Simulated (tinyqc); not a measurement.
Changing the trap density N_t: leakage through a gate insulator: direct, Fowler-Nordheim, trap-assisted and Poole-Frenkel currents. Computed by tinyqc, a small Python program. Command: `OMP_NUM_THREADS=1 python tinyqc.py 3016824 3016825 out.jsonl oxideleak sweep`. One thread of a shared host (Intel(R) Xeon(R) Processor @ 2.30GHz), about 0.01 s of CPU time with the checks.

Electrons enter from the cathode Fermi level at x = 0; the conduction band of the insulator lies phi_b - e F x above it, F = V/t. WKB exponents use a parabolic band with mass m.

Inputs (values chosen for the exercise, with an insulator like Al2O3):

| quantity | value | unit |
|---|---|---|
| thickness t | 8.9 | nm |
| barrier phi_b | 2.26 | eV |
| tunnelling mass m | 0.35 | m_0 |
| static constant eps_ox | 9.35 | - |
| voltage across the insulator V | 2.7 | V |
| trap depth phi_t | 1.3 | eV |
| attempt rate nu_0 | 1e+13 | 1/s |
| activation of capture E_a | 0.16 | eV |
| temperature T | 300 | K |

Constants: hbar^2/(2 m_0) = 3.80998212 eV angstrom^2; e = 1.602176634e-19 C; hbar = 1.054571817e-34 J s; k_B = 8.617333262e-05 eV/K.

Method:
- For a level a distance phi(x) below the band, the WKB exponent is 2 int kappa dx with kappa = sqrt(m phi/(hbar^2/2m_0)); for a linear barrier from phi_1 down to phi_2 = max(phi_1 - e F d, 0) it is G = (4/3) sqrt(m/(hbar^2/2m_0)) (phi_1^(3/2) - phi_2^(3/2))/(e F).
- J_tun = e^3 F^2/(16 pi^2 hbar m phi_b) x exp(-G) / [1 - sqrt(phi_2/phi_b)]^2 with the free-electron mass in the cathode (m in m_0), phi_2 = max(phi_b - e V, 0): direct tunnelling for e V < phi_b, Fowler-Nordheim above. Image forces, back-flow and the limit on supply are left out, so J_tun is overstated below about 0.5 V.
- Equivalent oxide thickness = 3.9 t/eps_ox.
- A trap at depth x lies phi_t below the band. Capture: tunnel at the cathode Fermi level from 0 to x (G_in from phi_1 = phi_b), rate nu_0 exp(-G_in - E_c/k_B T) with E_c = E_a + max(phi_b - phi_t - e F x, 0), the last term being the height of the trap above the cathode Fermi level. Emission: tunnel from the trap level to the anode (G_out from phi_1 = phi_t over t - x), rate nu_0 exp(-G_out - E_a/k_B T). Re-emission to the cathode follows from detailed balance, rate_back = rate_in exp(dE/k_B T) with dE = phi_b - phi_t - e F x. Each trap passes R = rate_in rate_out/(rate_in + rate_back + rate_out) electrons per second; filling from the anode is left out.
- J_TAT = e N_t int_0^t R dx by the midpoint rule on 400 intervals; the most effective depth is the midpoint with the largest R, rounded to 0.01 nm.
- J = J_tun + J_TAT (the Poole-Frenkel bound is not added); the ratio J/J_tun is the excess that stress-made traps add.

One run for each value:

| trap density N_t (cm^-3) | total current J (A/cm^2) | J/J_tun | trap-assisted current J_TAT (A/cm^2) |
|---|---|---|---|
| 1.00e+16 | 9.952e-12 | 2.510e+01 | 9.555e-12 |
| 4.00e+16 | 3.862e-11 | 9.741e+01 | 3.822e-11 |
| 1.00e+17 | 9.595e-11 | 2.420e+02 | 9.555e-11 |
| 5.00e+17 | 4.782e-10 | 1.206e+03 | 4.778e-10 |
| 2.00e+18 | 1.911e-09 | 4.822e+03 | 1.911e-09 |
| 7.00e+18 | 6.689e-09 | 1.687e+04 | 6.689e-09 |
| 3.00e+19 | 2.867e-08 | 7.231e+04 | 2.867e-08 |
| 1.00e+20 | 9.555e-08 | 2.410e+05 | 9.555e-08 |

What does the table show, and why?

Over the rows, total current J (A/cm^2) rises from 9.95e-12 to 9.56e-8 (exponent d ln y / d ln x about 1.00 throughout); J/J_tun rises from 25.1 to 241000 (exponent d ln y / d ln x about 1.00 throughout); trap-assisted current J_TAT (A/cm^2) rises from 9.56e-12 to 9.56e-8 (exponent d ln y / d ln x about 1.0 throughout). The exponent of trap-assisted current J_TAT stays at 1: independent traps.

Extremes, crossings and ranges named in words are read from the listed rows.
